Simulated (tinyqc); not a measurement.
## Resistive memory cell, filament-gap model with Joule heating: effect of the pulse voltage on the set time

A tunnelling gap g separates the tip of a filament from the electrode. I = I0 exp(-g/g0) sinh(Vd/V0), with Vd = V - I Rs on the device; T = T0 + Rth Vd I at once; the gap closes as dg/dt = -nu exp(-q Ea/(kB T)) sinh(al q Vd/(kB T)). All constants are fitting values of a compact model.

The set time is the integral of dg/|dg/dt| from gf to gi, with Vd solved for each gap; the second column repeats it with Rth = 0.

Values chosen for this exercise: ambient temperature T0 = 358 K; current scale I0 = 0.42 mA; tunnelling length g0 = 0.32 nm; voltage scale V0 = 0.32 V; attempt velocity nu = 1 m/s; activation energy Ea = 1.13 eV; barrier lowering per volt on the device al = 0.43; thermal resistance Rth = 3.1e5 K/W; series resistance Rs = 500 ohm; gap at the start gi = 1.5 nm; gap that counts as set gf = 0.5 nm.

Constants: q = 1.602176634e-19 C, kB = 1.380649e-23 J/K. Results are converted to the units shown.

Results:
```
V (V)  set time (s)  without heating (s)  higher T of the two ends (K)  I at gf (uA)
0.76          195.3                 1023                         413.7         293.0
1.14         0.3327                24.05                         514.6         602.3
1.33        0.01308                5.548                         588.8         801.2
1.52       6.091e-4                1.613                         678.1          1025
1.71       4.305e-5               0.5638                         781.0          1268
1.9        5.364e-6               0.2279                         896.2          1529
2.09       1.125e-6               0.1033                          1022          1803
```

Estimate the missing row, V = 0.95 V.

Computed row:
```
V (V)  set time (s)  without heating (s)  higher T of the two ends (K)  I at gf (uA)
0.95          8.405                136.7                         456.3         431.9
```

With this row back in the table: As V goes from 0.76 to 2.09 V, the set time falls from 195 to 1.13e-6 s, a span of 8.2 decades; heating shortens it by a factor of 5.24 in the first row and 91800 in the last. On average a decade costs 161 mV, against (kB T0/q) ln 10/al = 165 mV from barrier lowering alone. At V = 2.09 V T passes 900 K, where the filament itself would change.

Numbers from tinyqc (`OMP_NUM_THREADS=1 python tinyqc.py 2880146 2880147 out.jsonl`; about 0.1 s on one thread of a shared Intel Xeon 2.30GHz).
